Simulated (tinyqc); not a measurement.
From results back to parameters: bond-orbital model of a tetrahedral semiconductor (Harrison's universal couplings). Three cases, with inputs chosen for the exercise.

Problem. In the bond-orbital model the bond-antibond splitting is 2 sqrt(V2^2 + V3^2), Z* = 4 ap - (Z - 4) with ap = V3/sqrt(V2^2 + V3^2), and V2 = 3.22 x 2c/d^2, c = hbar^2/2m0. The values below come from a hidden bond length and V3.

Constants: hbar^2/2m0 = 3.80998211 eV angstrom^2.

Find: V2, V3; d.

Method. ap = (Z* + Z - 4)/4; V3 = ap times half the splitting, V2 = sqrt(1 - ap^2) times it, and d = sqrt(6.44 c/V2).

Case 1.

Values chosen (out of a larger set: near tabulated values for InSb; the model gives trends, and its gaps can be far from the real ones; not measured data): Z = 5 (valence electrons of the anion).

splitting = 7.19589 eV
Z* = 0.97335 e

Solution.

V2, V3 (eV): 3.130  1.775

d = 2.800 angstrom

Case 2.

Values chosen (out of a larger set: near tabulated values for InSb; the model gives trends, and its gaps can be far from the real ones; not measured data): Z = 5 (valence electrons of the anion).

splitting = 7.06364 eV
Z* = 0.94659 e

Solution.

V2, V3 (eV): 3.085  1.719

d = 2.820 angstrom

Case 3.

Values chosen (out of a larger set: near tabulated values for GaN; the model gives trends, and its gaps can be far from the real ones; not measured data): Z = 5 (valence electrons of the anion).

splitting = 16.03948 eV
Z* = 1.41903 e

Solution.

V2, V3 (eV): 6.387  4.850

d = 1.960 angstrom

Computed by tinyqc, one run a case: `OMP_NUM_THREADS=1 python tinyqc.py N N+1 out.jsonl` with N = 1452705, 1452820, 1452825; one thread of a shared Intel(R) Xeon(R) Processor @ 2.30GHz, about 0.01 s a run at most.
